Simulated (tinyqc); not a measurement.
Inside a calculation: five-level k.p model folded onto the conduction band. Values are carried at full precision from step to step, so a last printed digit may differ when a step is redone from the rounded ones.

Second-order sums for the lowest conduction level at E: 1/m = 1 + Cm + (Ep/3)(2/E + 1/(E + Dso)) - (Ep2/3)(2/(E7 + D2 - E) + 1/(E7 - E)); g/2 = 1 + Cg - (Ep/3)(1/E - 1/(E + Dso)) - (Ep2/3)(1/(E7 - E) - 1/(E7 + D2 - E)). E is counted from the top of the valence band; E = Eg at the edge.

Constants: hbar^2/2m0 = 3.80998211 eV angstrom^2.

Values chosen for the exercise (near those of InP; not measured data):

| symbol | value | unit | meaning |
|---|---|---|---|
| Eg | 1.427 | eV | gap at Gamma to the s-like level |
| Dso | 0.108 | eV | spin-orbit splitting |
| Ep | 20.8 | eV | Kane energy |
| E7 | 4.6 | eV | upper Gamma7 conduction level, from the valence top |
| D2 | 0.08 | eV | its spin-orbit splitting, Gamma8 above Gamma7 |
| Ep2 | 5.7 | eV | Kane energy to the upper levels |
| Cm | -0.6 |  | remote term in 1/m |
| Cg | 0 |  | remote term in g/2 |
| k | 0.058 | 1/angstrom | wave vector along z |

## Mass and g factor term by term

Evaluate at E = Eg.

Terms:

| level | part of 1/m | part of g |
|---|---|---|
| free + remote | 0.4000 | 2.0000 |
| Gamma8 valence | 9.7174 | -9.7174 |
| Gamma7 valence | 4.5168 | 9.0337 |
| Gamma8 upper | -1.1682 | 1.1682 |
| Gamma7 upper | -0.5988 | -1.1976 |

m = 0.0777 m0
g = 1.287

The valence levels give 14.23 to 1/m and the upper levels take 1.77 away. In g the two valence terms nearly cancel when Dso is small against Eg; here Dso/Eg = 0.08 and they leave -0.684, the upper pair -0.029.

## The matrix at one k

For k along z and one spin sector the level c couples to four states. With c0 = hbar^2/2m0, P = sqrt(Ep c0), P2 = sqrt(Ep2 c0): diagonal Eg + (1 + Cm) c0 k^2 for c, and 0, -Dso, E7 + D2, E7 for lh, so, G8 up, G7 up (their own dispersion is left out); couplings of c: sqrt(2/3) P k to lh, sqrt(1/3) P k to so, sqrt(2/3) P2 k to G8 up, sqrt(1/3) P2 k to G7 up (phases chosen real).

Fill in the matrix.

H (eV), lower triangle:
```
             c  lh        so    G8 up    G7 up
c      1.43213
lh     0.42158   0
so     0.29810   0  -0.10800
G8 up  0.22069   0         0  4.68000
G7 up  0.15605   0         0        0  4.60000
```

## Exact folding onto c

Solve E = H_cc + S(E), S(E) = sum_j H_cj^2/(E - H_jj), from E = H_cc, by plain substitution and by Newton steps on E - H_cc - S(E). The weight of c in the state is Z = 1/(1 - dS/dE). The exact level is the third eigenvalue of H from below.

Iterates (eV):

| step | substitution | Newton |
|---|---|---|
| 0 | 1.43213 | 1.43213 |
| 1 | 1.59124 | 1.57279 |
| 2 | 1.57225 | 1.57413 |
| 3 | 1.57434 | 1.57413 |
| 4 | 1.57411 | 1.57413 |
| 5 | 1.57413 | 1.57413 |
| 6 | 1.57413 | 1.57413 |
| 7 | 1.57413 | 1.57413 |

exact level = 1.57413 eV
Z = 0.9002

Substitution multiplies the error by about dS/dE = 1 - 1/Z = -0.111 a step, so it alternates; after 7 steps it is off by 3.1e-08 eV, while Newton is within 1e-5 eV from step 2 on.

## Loewdin series

Expanding E = H_cc + S(E) about Eg in powers of k^2, with s_n = sum_j H_cj^2/(Eg - H_jj)^n: order k^2: e2 = (1 + Cm) c0 k^2 + s1; order k^4: e4 = -s2 e2; order k^6: e6 = s3 e2^2 + s2^2 e2.

Give each order and the partial sums, counted from Eg.

s1 (eV), s2 (no unit), s3 (1/eV); (1 + Cm) c0 k^2 is H_cc - Eg: 0.15979  0.13201  0.08355

e2, e4, e6 (eV): 0.16492  -0.02177  0.00515

partial sums (eV): 0.16492  0.14315  0.14829

The exact value is 0.14713 eV; the errors of the partial sums are +17.79, -3.98 and +1.16 meV.

## Checks

- Curvature of the exact level at small k against the sum for 1/m: both 12.867.

(tinyqc, `OMP_NUM_THREADS=1 python tinyqc.py 1080098 1080099 out.jsonl`, Intel(R) Xeon(R) Processor @ 2.30GHz, 1 thread, shared host, about 0.01 s.)
